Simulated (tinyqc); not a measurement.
Gate voltage for a wanted density.

Problem. A HEMT has a barrier of thickness d, permittivity eb and off voltage Voff; energies are counted from the channel band edge at the interface. F = q (eta ns + Nb)/(eps0 ec) in eV/nm; E_k = a_k (C F^2/me)^(1/3), a_0 = 2.338107, a_1 = 4.087949, C = hbar^2/(2 m0); D = me m0 q/(pi hbar^2); ns = D Vt [ln(1 + exp((EF - E_0)/Vt)) + ln(1 + exp((EF - E_1)/Vt))], which gives EF = E_0 + Vt ln{2 s/[(1 + u) + sqrt((1 + u)^2 + 4 u s)]} with s = exp(ns/(D Vt)) - 1, u = exp((E_0 - E_1)/Vt). Charge control: ns + Nb = eps0 eb (Vg - Voff - EF)/(q d). Find E_0, E_1, EF and the Vg that gives this ns.

Parameters, values chosen for the exercise; material values close to those of AlGaN on GaN:

| symbol | value | unit | meaning |
|---|---|---|---|
| T | 300 | K | temperature |
| d | 28 | nm | barrier thickness |
| me | 0.21 | m0 | electron mass in the channel |
| ec | 9.78 |  | relative permittivity of the channel |
| eta | 0.5 |  | share of ns that counts in the confining field |
| Nb | 1.2e10 | cm^-2 | depletion charge of the buffer |

Constants: q = 1.602176634e-19 C, kB = 1.380649e-23 J/K, hbar = 1.054571817e-34 J s, m0 = 9.1093837015e-31 kg, Vt = kB T/q, eps0 = 8.8541878128e-14 F/cm where lengths are in cm, hbar^2/(2 m0) = 0.0380998212 eV nm^2. Results are converted to the units shown.

ns = 2.2e12 cm^-2
eb = 9.6831000
Voff = -4.9534180 V

Answer. In this direction nothing needs iterating: ns fixes the field, the levels and EF, and the charge-control relation gives Vg.

E_0 = 0.09938 eV
E_1 = 0.1738 eV
EF = 0.1088 eV
Vg = -3.687 V

tinyqc, about 0.01 s, one thread, Intel Xeon 2.30GHz (shared host): `OMP_NUM_THREADS=1 python tinyqc.py 2180060 2180061 out.jsonl`
